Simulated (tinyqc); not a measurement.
Two-step dopant diffusion (predeposition and drive-in) with a constant diffusivity. Changing the drive-in time t2. Computed by tinyqc, a small Python program. Command: `OMP_NUM_THREADS=1 python tinyqc.py 3001272 3001273 out.jsonl dopdiff sweep`. One thread of a shared host (Intel(R) Xeon(R) Processor @ 2.30GHz), about 0.1 s of CPU time with the checks.

Fick diffusion into a half space x > 0 whose background doping C_B is of the opposite type, so that a junction lies where C = C_B.

Inputs (values chosen for the exercise, modelled on antimony in silicon):

| quantity | value | unit |
|---|---|---|
| prefactor D0 | 5.3 | cm^2/s |
| activation energy E | 3.89 | eV |
| surface concentration C_s | 2.8e+19 | 1/cm^3 |
| background doping C_B | 1.9e+16 | 1/cm^3 |
| predeposition temperature T1 | 1025 | C |
| predeposition time t1 | 20 | min |
| drive-in temperature T2 | 1000 | C |
| mean mobility in the layer mu | 120 | cm^2/(V s) |

Furnace ramps of the drive-in: none.

Constants: k_B = 8.617333262e-05 eV/K; e = 1.602176634e-19 C.

Method:
- D = D0 exp(-E/(k_B T)).
- Temperatures in kelvin are T(C) + 273.15.
- Times in seconds are 60 times the minutes.
- (Dt)2 = D2 t2, t2 in seconds.
- C = C_s erfc(x/(2 sqrt(D1 t1))); dose Q = 2 C_s sqrt(D1 t1/pi); the junction solves erfc(z) = C_B/C_s with x_j = 2 z sqrt(D1 t1).
- With a sealed surface and a thin source, C = Q/sqrt(pi (Dt)2) exp(-x^2/(4 (Dt)2)); x_j = 2 sqrt((Dt)2 ln(C(0)/C_B)); gradient at the junction |dC/dx| = C_B x_j/(2 (Dt)2).
- Net dose Q_net = Q erf(x_j/(2 sqrt((Dt)2))) - C_B x_j; R_s = 1/(e mu Q_net), with every dopant ionised and one mobility.
- Exact two-step profile: C = (2 C_s/pi) int_0^alpha exp(-beta (1 + u^2))/(1 + u^2) du with alpha = sqrt(D1 t1/(Dt)2), beta = x^2/(4 (D1 t1 + (Dt)2)).
- The integral takes 48 Gauss-Legendre points; solve C(x) = C_B.

One run for each value:

| drive-in time t2 (min) | junction depth x_j (um) | surface concentration C(0) (Gaussian) (1/cm^3) | sheet resistance R_s (Gaussian) (ohm/square) | exact junction depth (um) |
|---|---|---|---|---|
| 10 | 0.06186 | 3.5467e+19 | 735.47 | 0.12060 |
| 19 | 0.08343 | 2.5731e+19 | 735.92 | 0.13109 |
| 38 | 0.11512 | 1.8194e+19 | 736.60 | 0.15085 |
| 73 | 0.15571 | 1.3127e+19 | 737.47 | 0.18161 |
| 140 | 0.21020 | 9.4790e+18 | 738.65 | 0.22847 |
| 270 | 0.28409 | 6.8257e+18 | 740.25 | 0.29682 |
| 530 | 0.38645 | 4.8718e+18 | 742.51 | 0.39521 |
| 1000 | 0.51542 | 3.5467e+18 | 745.38 | 0.52157 |
| 2000 | 0.70435 | 2.5079e+18 | 749.66 | 0.70852 |

Describe and explain the trends.

Over the rows, junction depth x_j (um) rises from 0.0619 to 0.704 (exponent d ln y / d ln x about 0.46 throughout); surface concentration C(0) (Gaussian) (1/cm^3) falls from 3.55e19 to 2.51e18 (exponent d ln y / d ln x about -0.50 throughout); sheet resistance R_s (Gaussian) (ohm/square) rises from 735.5 to 749.7 (exponent d ln y / d ln x 9.7e-4 between the first rows and 0.0083 between the last). The exponent of junction depth x_j stays between 0.45 and 0.47, near 0.50: the diffusion length sets the depth. The exponent of surface concentration C(0) (Gaussian) stays at -0.50: a fixed dose spreads over a width sqrt(D t). x_j grows more slowly than sqrt(t2) because the logarithm ln(C(0)/C_B) shrinks, from 7.53 to 4.88.

Caution (rows 10.0, 19.0, 38.0, 73.0, 140, 270, 530): the drive-in budget is under fifteen times D1 t1, so the source is not thin and the Gaussian junction is too shallow. Caution (rows 10.0, 19.0, 38.0, 73.0, 140): the surface value exceeds the intrinsic carrier density during the drive-in as well. Caution (all rows): C_s exceeds the intrinsic carrier density of silicon at the predeposition temperature (2e18 to 1e19 per cm^3), where real diffusivities rise with concentration and profiles turn box-like.

Extremes, crossings and ranges named in words are read from the listed rows.
